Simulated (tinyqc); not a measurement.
Bottom-up copper filling of a trench by curvature-enhanced accelerator coverage. Inputs raised by 5 %, one at a time. Computed by tinyqc, a small Python program. Command: `OMP_NUM_THREADS=1 python tinyqc.py 3002966 3002967 out.jsonl superfill sens`. One thread of a shared host (Intel(R) Xeon(R) Processor @ 2.30GHz), about 0.06 s of CPU time with the checks.

A rectangular trench keeps vertical walls and a flat floor. An accelerator floats on the surface; where area is lost in the corners it is passed on to the floor.

Inputs (values chosen for the exercise, close to those used for damascene copper plating):
```
quantity                                           value     unit
trench width w                                        65       nm
aspect ratio h/w                                       2        -
exchange current of the suppressed surface i_0     0.037  mA/cm^2
exchange current of the accelerated surface i_1      2.8  mA/cm^2
transfer coefficient alpha                           0.4        -
overpotential eta                                   0.19        V
starting coverage theta_0                          0.018        -
adsorption rate k_a                              0.00063      1/s
cupric ion concentration C                          0.87    mol/l
diffusivity D                                    4.6e-06   cm^2/s
boundary layer delta                                  24       um
temperature T                                        298        K
```

Constants: e = 1.602176634e-19 C; N_A = 6.02214076e+23 1/mol; k_B = 8.617333262e-05 eV/K.

Method. Kinetic current i_k = [i_0 (1 - theta) + i_1 theta] exp(alpha eta/(k_B T)), limit i_L = 2 F D C/delta, i = 1/(1/i_k + 1/i_L); velocity v = i Omega/(2F), Omega = 7.11 cm^3/mol, F = e N_A. Depletion inside the trench is ignored. Half width x, floor height y, depth h = aspect ratio x w. dx/dt = -v_s, dy/dt = v_b. d theta_b/dt = k_a (1 - theta_b) + [theta_s v_b + theta_b v_s]/x: the floor takes the accelerator of the wall it covers and keeps its own as it narrows. d theta_s/dt = k_a (1 - theta_s). theta_b is capped at 1. Integrate (tolerance 1e-9) until the walls meet (x = 0.02 w/2) or the floor passes the original mouth y = h. Start: x = w/2, y = 0, theta_b = theta_s = theta_0. Height filled = y/h, opening left = x/(w/2).

Runs; columns: (1) input moved; (2) from; (3) to; (4) time at the end (s); (5) opening left, as a share of w; (6) ratio v(1)/v(theta_0); (7) share of the height filled from the floor:
```
(1)                                                          (2)      (3)    (4)      (5)    (6)  (7)
base run                                                       -        -  36.50  0.06749  27.79    1
trench width w (nm)                                           65    68.25  37.96  0.06653  27.79    1
aspect ratio h/w                                               2      2.1  36.88  0.05519  27.79    1
exchange current of the suppressed surface i_0 (mA/cm^2)   0.037  0.03885  36.16  0.06415  27.22    1
exchange current of the accelerated surface i_1 (mA/cm^2)    2.8     2.94  35.43  0.07067  28.15    1
starting coverage theta_0                                  0.018   0.0189  35.86  0.06899  27.02    1
boundary layer delta (um)                                     24     25.2  36.54  0.06651  27.60    1
cupric ion concentration C (mol/l)                          0.87   0.9135  36.46  0.06842  27.97    1
```

Exponents ln(y'/y) / ln(x'/x); columns: (1) input; (2) time at the end; (3) opening left, as a share of w; (4) ratio v(1)/v(theta_0); (5) share of the height filled from the floor:
```
(1)                                                 (2)     (3)     (4)  (5)
trench width w                                    0.809  -0.293   0.000    0
aspect ratio h/w                                  0.213  -4.123   0.000    0
exchange current of the suppressed surface i_0   -0.187  -1.041  -0.423    0
exchange current of the accelerated surface i_1  -0.607   0.944   0.269    0
starting coverage theta_0                        -0.363   0.451  -0.576    0
boundary layer delta                              0.023  -0.298  -0.141    0
cupric ion concentration C                       -0.022   0.280   0.136    0
```

Among the inputs moved here: time at the end answers most in size to trench width w (exponent +0.809), next to exchange current of the accelerated surface i_1 (-0.607). Opening left, as a share of w answers most in size to aspect ratio h/w (exponent -4.123), next to exchange current of the suppressed surface i_0 (-1.041). Ratio v(1)/v(theta_0) answers most in size to starting coverage theta_0 (exponent -0.576), next to exchange current of the suppressed surface i_0 (-0.423); its exponent is below 0.0005 for trench width w, aspect ratio h/w. share of the height filled from the floor hardly depends on these (all exponents below 0.005).

Caution (all rows): real profiles develop slanted corners, and accelerator is consumed; both are left out.
